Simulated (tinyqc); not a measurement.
Changing the temperature T: mobility of a non-polar semiconductor in the relaxation-time approximation. Computed by tinyqc, a small Python program. Command: `OMP_NUM_THREADS=1 python tinyqc.py 3002443 3002444 out.jsonl rta sweep`. One thread of a shared host (Intel(R) Xeon(R) Processor @ 2.30GHz), about 0.03 s of CPU time with the checks.

Each valley is treated as a sphere of mass m_d for states and rates, with one isotropic relaxation time; the conductivity mass m_c sets the current.

Inputs (values chosen for the exercise, for a model non-polar semiconductor):

| quantity | value | unit |
|---|---|---|
| longitudinal mass m_l | 1.2 | m_0 |
| transverse mass m_t | 0.18 | m_0 |
| equivalent valleys Z | 4 | - |
| static permittivity eps_s | 8.31 | - |
| density rho | 2780 | kg/m^3 |
| sound velocity v_l | 7600 | m/s |
| acoustic deformation potential D_A | 6.7 | eV |
| phonon energy hbar w | 42.4 | meV |
| optical or intervalley deformation potential D_o | 8.6 | 1e8 eV/cm |
| final valleys Z_f | 3 | - |
| carrier density n | 3.6e+14 | 1/cm^3 |
| compensation ratio C | 0 | - |

Band: parabolic. Impurity formula: Brooks-Herring. Further scattering: none.

Constants: k_B = 8.617333262e-05 eV/K; m_0 = 9.1093837015e-31 kg; e = 1.602176634e-19 C; hbar = 1.054571817e-34 J s; eps_0 = 8.8541878128e-12 F/m; k_B = 1.380649e-23 J/K; hbar = 6.582119569e-16 eV s.

Method:
- m_d = (m_l m_t^2)^(1/3); 1/m_c = (1/m_l + 2/m_t)/3; Hall mass factor A = 3 K_m (K_m + 2)/(2 K_m + 1)^2, K_m = m_l/m_t; N_I = n (1 + C)/(1 - C).
- Parabolic band: E = hbar^2 k^2/(2 m), speed v = hbar k/m, states per spin, volume and energy g(E) = m k/(2 pi^2 hbar^2). Here m = m_d. Masses are multiplied by m_0 and all formulas are in SI units.
- The reduced Fermi level eta = E_F/(k_B T) solves n = 2 Z int g f dE with f = 1/(1 + exp(x - eta)) (Z = 1 unless valleys are given); screening length L_s = sqrt(eps_s eps_0 k_B T/(e^2 dn/deta)), dn/deta = 2 Z int g f (1 - f) dE.
- Integrals over x = E/(k_B T) use 160 Gauss-Legendre points in u = sqrt(x) from 0 to sqrt(max(eta, 0) + 32).
- Phonon occupation N_q = 1/(exp(hbar w/(k_B T)) - 1).
- Acoustic deformation potential (elastic, equipartition, absorption and emission together): 1/tau = 2 pi k_B T D_A^2 g(E)/(hbar rho v_l^2).
- Optical or intervalley deformation potential: 1/tau = (pi Z_f D_o^2/(rho w)) [N_q g(E + hbar w) + (N_q + 1) g(E - hbar w)], with g = 0 below the band edge.
- Each optical term is multiplied by (1 - f(E'))/(1 - f(E)), E' the final energy, for Pauli blocking.
- Singly charged impurities, momentum relaxation: 1/tau = N_I e^4 m (1 + 2 alpha E) Phi/(8 pi (eps_s eps_0)^2 hbar^3 k^3), with alpha = 0 for a parabolic band.
- Brooks-Herring: Phi = ln(1 + b) - b/(1 + b), b = 4 k^2 L_s^2.
- mu = (m_d/m_c) (2 Z e/(3 n k_B T)) int g v^2 tau f (1 - f) dE.
- Averages over x are split at the emission threshold x_0 = hbar w/(k_B T): 64 Gauss-Legendre points in sqrt(x) below it and 128 in sqrt(x - x_0) above it, up to x = max(eta, 0) + 32.
- Rates are added at each energy before the average. With <y> = int g v^2 y f (1 - f) dE: Hall factor r_H = A (3 n k_B T/(2 Z m_d)) <tau^2/(1 + 2 alpha E)>/<tau>^2 (alpha = 0 for a parabolic band); Hall mobility r_H mu; |S| = (k_B/e) (<x tau>/<tau> - eta); resistivity 1/(n e mu).
- Matthiessen's rule adds 1/mu of the separate processes.

One run for each value:

| temperature T (K) | drift mobility mu (cm^2/(V s)) | acoustic mobility (cm^2/(V s)) | ionised impurity mobility (cm^2/(V s)) | optical mobility (cm^2/(V s)) | Hall factor r_H | excess of Matthiessen's rule over the full mu (%) |
|---|---|---|---|---|---|---|
| 60 | 23313 | 49341 | 9.2825e+04 | 2.5960e+06 | 0.8966 | 36.498 |
| 79 | 18484 | 32659 | 1.3039e+05 | 3.4280e+05 | 0.8873 | 31.296 |
| 140 | 6416 | 13844 | 2.6840e+05 | 1.7314e+04 | 1.0039 | 16.552 |
| 180 | 3406 | 9496 | 3.7057e+05 | 6.4759e+03 | 1.0946 | 11.887 |
| 230 | 1827 | 6574 | 5.0896e+05 | 2.8441e+03 | 1.1728 | 8.214 |
| 310 | 899 | 4202 | 7.5148e+05 | 1.2168e+03 | 1.2239 | 4.831 |
| 410 | 494 | 2762 | 1.0857e+06 | 6.2142e+02 | 1.2233 | 2.735 |
| 530 | 299 | 1879 | 1.5254e+06 | 3.6252e+02 | 1.1962 | 1.553 |
| 700 | 181 | 1238 | 2.2099e+06 | 2.1441e+02 | 1.1563 | 0.818 |

Give the missing row, temperature T (K) = 100.

Computed row; columns: (1) temperature T (K); (2) drift mobility mu (cm^2/(V s)); (3) acoustic mobility (cm^2/(V s)); (4) ionised impurity mobility (cm^2/(V s)); (5) optical mobility (cm^2/(V s)); (6) Hall factor r_H; (7) excess of Matthiessen's rule over the full mu (%):
```
(1)    (2)    (3)         (4)         (5)     (6)     (7)
100  13138  22932  1.7515e+05  8.5619e+04  0.9129  24.783
```

Interpolating between the two neighbouring rows (the first column on a logarithmic scale, the others too where they are positive) misses most in optical mobility (cm^2/(V s)), by 17 %. Over the rows, drift mobility mu (cm^2/(V s)) falls from 23300 to 181 (exponent d ln y / d ln x -0.84 between the first rows and -1.8 between the last); acoustic mobility (cm^2/(V s)) falls from 49300 to 1240 (exponent d ln y / d ln x about -1.5 throughout); ionised impurity mobility (cm^2/(V s)) rises from 92800 to 2.21e6 (exponent d ln y / d ln x 1.2 between the first rows and 1.3 between the last). The exponent of acoustic mobility stays at -1.5: the T^(-3/2) law of acoustic scattering in a classical gas. The lowest separate mobility among these three is acoustic from 60.0 to 140, optical from 180 to 700 K. Matthiessen's rule errs most, by 36 %, at 60.0 K.

Caution (rows 60.0, 79.0, 100): n is taken as given; at low temperature (in diamond even at 300 K) real dopants can freeze out, which changes n and N_I.

Extremes, crossings and ranges named in words are read from the listed rows.
